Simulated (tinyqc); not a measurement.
What each parameter does: k.p values derived from sp3s* tight binding at Gamma.

At Gamma the states are two-level mixtures: s-like S+ (upper) and S- (lower) from [[Esa, Vss], [Vss, Esc]], p-like P- (valence) and P+ from [[Epa, Vxx], [Vxx, Epc]], and the bare s* levels. With real k in 1/angstrom and kz = 0, the phase sums over the four bonds are g0 = 1 - (a k/4)^2/2, g1 = i a kx/4, g3 = -(a/4)^2 kx ky to second order. Each mixture is written (anion, cation) with the anion part positive. c = hbar^2/2m0. No spin-orbit coupling.

Recipe: P = (a/4)(sa pc Vsapc + sc pa Vscpa) between an s and a p state ((a/4) pc Vxapc and (a/4) pa Vpaxc for s*), Ep = P^2/c for S+ to P-; m0/m = [-(a/4)^2 sa sc Vss + sum P^2/(E(S+) - E(P))]/c; L = d0 + F, M = d0 + H1, N = dN + F + H1 with d0 = -(a/4)^2 pa pc Vxx, dN = -2 (a/4)^2 pa pc Vxy, F = sum P^2/(E(P-) - E(s)) over the four s-like states, H1 = Q^2/(E(P-) - E(P+)), Q = (a/4) Vxy (pa p'c - pc p'a); g1 = -(L + 2M)/(3c), g2 = -(L - M)/(6c), g3 = -N/(6c).

Constants: hbar^2/2m0 = 3.80998211 eV angstrom^2.

Parameters, chosen for this exercise (near a published set for SiC, fitted to gaps, whose masses and valley positions are rough; not measured data): a = 4.357 angstrom (lattice constant); Esa = -8.421 eV (s level of the anion); Epa = 2.132 eV (p level of the anion); Esc = -4.868 eV (s level of the cation); Epc = 4.369 eV (p level of the cation); Exa = 9.61 eV (s* level of the anion); Exc = 9.278 eV (s* level of the cation); Vss = -12.405 eV (s-s); Vxx = 3.049 eV (px-px); Vxy = 5.939 eV (px-py); Vsapc = 9.508 eV (s anion, p cation); Vscpa = 9.205 eV (s cation, p anion); Vxapc = 8.723 eV (s* anion, p cation); Vpaxc = 4.385 eV (p anion, s* cation).

The recipe applied anew. Each row changes one parameter from the base and keeps the others.

Results:

| case | EG (eV) | Ep (eV) | m (m0) | g1 | g2 | g3 |
|---|---|---|---|---|---|---|
| base | 5.8842 | 26.750 | 0.5026 | 2.607 | 0.681 | 0.955 |
| Exa = 9.46 eV | 5.8842 | 26.750 | 0.5026 | 2.612 | 0.683 | 0.957 |
| Vss = -12.255 eV | 5.7358 | 26.754 | 0.4415 | 2.647 | 0.701 | 0.975 |
| Vsapc = 9.358 eV | 5.8842 | 26.427 | 0.4942 | 2.588 | 0.672 | 0.946 |
| a = 4.407 angstrom | 5.8842 | 27.368 | 0.4913 | 2.668 | 0.697 | 0.977 |
| Vxapc = 8.573 eV | 5.8842 | 26.750 | 0.5026 | 2.598 | 0.676 | 0.951 |
| Epc = 4.519 eV | 5.8358 | 26.677 | 0.4989 | 2.605 | 0.685 | 0.957 |
| Vxx = 3.199 eV | 6.0255 | 26.798 | 0.4817 | 2.502 | 0.676 | 0.925 |

The largest shifts from the base row, up to three for each result and ties (the steps differ in size, so this ranks the rows, not the parameters). EG (eV): Vss -0.1485, Vxx +0.1412, Epc -0.0484; unchanged at the printed digits by Exa, Vsapc, a and Vxapc. Ep (eV): a +0.617, Vsapc -0.324, Epc -0.073; unchanged at the printed digits by Exa and Vxapc. m (m0): Vss -0.0611, Vxx -0.0208, a -0.0113; unchanged at the printed digits by Exa and Vxapc. g1: Vxx -0.106, a +0.060, Vss +0.040. g2: Vss +0.020, a +0.016, Vsapc -0.009. g3: Vxx -0.030, a +0.022, Vss +0.020. Exa and Vxapc act through the s* states, which enter F alone and leave EG, Ep and m.

tinyqc: `OMP_NUM_THREADS=1 python tinyqc.py 1480314 1480315 out.jsonl`; about 0.01 s, one thread, shared Intel(R) Xeon(R) Processor @ 2.30GHz.
